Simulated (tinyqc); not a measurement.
Worked calculation: sp3 tight binding, zinc-blende lattice. One step of it, computed by the program tinyqc.

Task: Bloch Hamiltonian at X. Slater-Koster rules over the four bonds with direction cosines (l, m, n): ss V_ss; s-px l V_sp; px-s -l V_sp; px-px l^2 V_pps + (1 - l^2) V_ppp; px-py l m (V_pps - V_ppp); each times exp(i k.d).

Parameters chosen for this model: zinc-blende lattice, anion at 0, cation at a/4 (1,1,1); V = eta hbar^2 / (m d^2), hbar^2/m = 7.619964 eV angstrom^2:
```
parameter          value      unit
a               6.380000  angstrom
d               2.762621  angstrom
Es anion      -11.980000        eV
Ep anion       -7.400000        eV
Es cation     -11.980000        eV
Ep cation      -7.400000        eV
eta ss         -1.400000
eta sp          1.840000
eta pp sigma    3.240000
eta pp pi      -0.810000
V ss           -1.397778        eV
V sp            1.837080        eV
V pp sigma      3.234859        eV
V pp pi        -0.808715        eV
```

k point X (2 pi / a): 1  0  0

Give: H(k) at X.

Result:

H(k) at X (eV):
```
               a s          a px          a py          a pz
a s        -11.980         0.000         0.000         0.000
a px         0.000        -7.400         0.000         0.000
a py         0.000         0.000        -7.400         0.000
a pz         0.000         0.000         0.000        -7.400
c s          0.000  0.000+4.243i         0.000         0.000
c px  0.000-4.243i         0.000         0.000         0.000
c py         0.000         0.000         0.000  0.000-5.391i
c pz         0.000         0.000  0.000-5.391i         0.000

               c s          c px          c py          c pz
a s          0.000  0.000+4.243i         0.000         0.000
a px  0.000-4.243i         0.000         0.000         0.000
a py         0.000         0.000         0.000  0.000+5.391i
a pz         0.000         0.000  0.000+5.391i         0.000
c s        -11.980         0.000         0.000         0.000
c px         0.000        -7.400         0.000         0.000
c py         0.000         0.000        -7.400         0.000
c pz         0.000         0.000         0.000        -7.400
```
